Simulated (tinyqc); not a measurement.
A spin-degenerate level with charging energy between two leads, rate equations: two steps of the calculation.

States 0, up, down and 2 with energies 0, e1 - Ez/2, e1 + Ez/2 and 2 e1 + U. mu_L = +V/2, mu_R = -V/2 (meV), f(x) = 1/(1 + exp(x/kB T)). A transition that adds one electron of given spin at the energy E has the rate G f(E - mu) from each lead, and its reverse G [1 - f(E - mu)]. I counts electrons leaving the left lead, times q.

Parameters, values chosen for the exercise:
```
symbol  value  unit                                 meaning
U         7.3   meV  charging energy of the second electron
e1      -1.24   meV                                   level
GL        3.9  1/ns            tunnel rate to the left lead
GR        3.3  1/ns           tunnel rate to the right lead
T         6.4     K                             temperature
V          11    mV                                    bias
Ez          0   meV                        Zeeman splitting
```

Constants: q = 1.602176634e-19 C, kB = 1.380649e-23 J/K, Vt = kB T/q. Results are converted to the units shown.

Task 1. Transition energies and Fermi factors. Transition energies: 0-up e1 - Ez/2, 0-down e1 + Ez/2, up-2 e1 + U + Ez/2, down-2 e1 + U - Ez/2.

Wanted: E; fL; fR.

Result 1.

```
transition	E (meV)	fL	fR (1e-4)
0-up	-1.2400	1.0000	4.4178
0-down	-1.2400	1.0000	4.4178
up-2	6.0600	0.2659	0.0000
down-2	6.0600	0.2659	0.0000
```

Task 2. Steady state and current. Steady state: W p = 0 with sum p = 1. I = q GL sum over transitions i-j of [fL p_i - (1 - fL) p_j].

W (1/ns):
```
	0	up	down	2
0	-7.802877	3.298561	3.298561	0.000000
up	3.901439	-4.335670	0.000000	6.162891
down	3.901439	0.000000	-4.335670	6.162891
2	0.000000	1.037109	1.037109	-12.325783
```

fL, transition 0-up to down-2: 0.99999507  0.99999507  0.26592530  0.26592530

Wanted: p; mean number of electrons; I.

Result 2.

p: 0 0.28054, up 0.33181, down 0.33181, 2 0.05584
mean number of electrons = 0.77530
I = 409.63 pA

In units of q GL GR/(GL + GR) = 286 pA the current is 1.43; two independent spin channels fully inside the bias window would give 2.

Range of the model: Rate equations need hbar G well below kB T; cotunnelling and the Kondo effect are left out.

tinyqc, about 0.01 s, one thread, Intel Xeon 2.30GHz (shared host): `OMP_NUM_THREADS=1 python tinyqc.py 2780010 2780011 out.jsonl`
